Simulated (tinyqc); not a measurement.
Specific resistance of a metal-semiconductor contact and its transmission-line measurement: one step, computed by the program tinyqc.

The barrier is parabolic (depletion approximation), energies E are normal energies counted from the band edge in the neutral semiconductor (downwards for holes), and the bias is zero. xi is an input, held fixed when other inputs move.

Problem. Current crowding. Transmission-line model: transfer length L_T = sqrt(rho_c/R_sh); R_c = (R_sh L_T/W) coth(d/L_T). Limits: rho_c/(W d) for d << L_T, sqrt(rho_c R_sh)/W for d >> L_T.

Inputs (values chosen for the exercise, modelled on p-type silicon):
```
quantity               value        unit
temperature T            300           K
sheet resistance R_sh  83000         ohm
contact length d         7.8  micrometre
contact width W         0.39  micrometre
```

Image-force lowering: left out.

specific contact resistance rho_c = 0.01964386 ohm cm^2

Give: transfer length L_T; d/L_T; contact resistance R_c; R_c W; short-contact limit; long-contact limit.

Solution.

transfer length L_T = 4.865 micrometre

d/L_T = 1.603

contact resistance R_c = 1.123e+06 ohm

R_c W = 4.379e+05 ohm micrometre

short-contact limit = 6.458e+05 ohm

long-contact limit = 1.035e+06 ohm

The contact is about one transfer length long, between the two limits.
